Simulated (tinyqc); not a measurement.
Charge state against the Fermi level: deep level with several charge states.

Energies from Ev. The defect has charge states +1, 0, -1 with weights 1, gm exp((EF - E1)/kT), exp((2 EF - E1 - E2)/kT); the shares are the weights over their sum. Boltzmann carriers: n = Nc exp((EF - Eg)/kT), p = Nv exp(-EF/kT). Neutrality: p - n + Nd + Nt <q> = 0.

Constants: kB = 8.617333262e-05 eV/K.

Values chosen for the exercise (gap and densities of states near those of Si at this temperature; shifted at random, so the results belong to these values and not to a real crystal): E1 = 0.349 eV (level (+1/0) above Ev); E2 = 0.777 eV (level (0/-1) above Ev); gm = 1 (degeneracy of the middle state, the others 1); T = 450 K.

Shares:
```
EF (eV)     +1      0     -1     <q>
0.065    0.999  0.001  0.000   0.999
0.151    0.994  0.006  0.000   0.994
0.237    0.947  0.053  0.000   0.947
0.324    0.656  0.344  0.000   0.656
0.410    0.172  0.828  0.000   0.172
0.496    0.022  0.977  0.001   0.021
0.583    0.002  0.991  0.007  -0.004
0.669    0.000  0.942  0.058  -0.058
0.755    0.000  0.638  0.362  -0.362
0.842    0.000  0.158  0.842  -0.842
0.928    0.000  0.020  0.980  -0.980
1.014    0.000  0.002  0.998  -0.998
```

Where the levels are several kT apart the middle state rules between about E1 - kT ln gm = 0.349 and E2 + kT ln gm = 0.777 eV; its largest share listed is 0.991. Each step spreads from 10 % to 90 % over 4.4 kT = 0.170 eV.

Run: tinyqc, `OMP_NUM_THREADS=1 python tinyqc.py 1680810 1680811 out.jsonl`; Intel(R) Xeon(R) Processor @ 2.30GHz, one thread, shared host; about 0.01 s of CPU time with all checks.
